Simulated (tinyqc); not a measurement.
Inside a calculation. Method: Hubbard ring of 5 sites. One step of it, computed by the program tinyqc.

Question. Mean-field iteration 2. H(up) = T + U n(down), H(down) = T + U n(up); fill the lowest levels; n(new) = n + mixing (n(out) - n); E = tr T (rho up + rho down) + U sum n_up n_down of the output.

one-body matrix (hopping and site energies) (eV):
```
,1,2,3,4,5
1,0.980000,-0.950000,0.000000,0.000000,-0.950000
2,-0.950000,0.710000,-0.950000,0.000000,0.000000
3,0.000000,-0.950000,0.140000,-0.950000,0.000000
4,0.000000,0.000000,-0.950000,0.570000,-0.950000
5,-0.950000,0.000000,0.000000,-0.950000,0.230000
```

U = 3.500000 eV

electrons, up and down: 3  2

mixing = 0.200000

n(up) after iteration 1: 1 0.885918, 2 0.284674, 3 0.893872, 4 0.279805, 5 0.895732

n(down) after iteration 1: 1 0.096851, 2 0.723818, 3 0.115009, 4 0.718650, 5 0.105673

Give: levels, up; levels, down; energy; n(up) after iteration 2; n(down) after iteration 2.

Answer.

levels, up (eV): -0.513  0.232  1.460  3.646  3.964

levels, down (eV): 0.541  1.364  2.874  4.178  5.012

energy = 0.617 eV

n(up) after iteration 2: 1 0.877, 2 0.271, 3 0.889, 4 0.263, 5 0.893

n(down) after iteration 2: 1 0.094, 2 0.743, 3 0.126, 4 0.735, 5 0.109
